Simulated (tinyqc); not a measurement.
Plane-wave Kohn-Sham cycle with exchange-only LDA in a layered model solid, step by step. One step of it, computed by the program tinyqc.

Question. Iteration 2: Hamiltonian at one k. H(m,m') = (k + G_m)^2/2 delta + V(G_m - G_m'), with V(-G) = V(G).

A solid whose potential varies along x alone (atomic units):
```
parameter                      value
period a                    8.000000
cross-section of the cell  12.000000
electrons per cell                 2
grid points                       16
plane waves -n..n, n               2
k points                           2
V1 in V1 cos(2 pi x/a)     -0.200000
```

V(G_m), m = 0, 1, 2, ... (hartree): -0.269315  -0.045104  0.001342  0.000125  0.000025

k = 0.250000 2 pi / a

Give: H.

Answer.

H (hartree):
```
        -2      -1      +0      +1      +2
-2   0.675  -0.045   0.001   0.000   0.000
-1  -0.045  -0.096  -0.045   0.001   0.000
+0   0.001  -0.045  -0.250  -0.045   0.001
+1   0.000   0.001  -0.045   0.213  -0.045
+2   0.000   0.000   0.001  -0.045   1.292
```
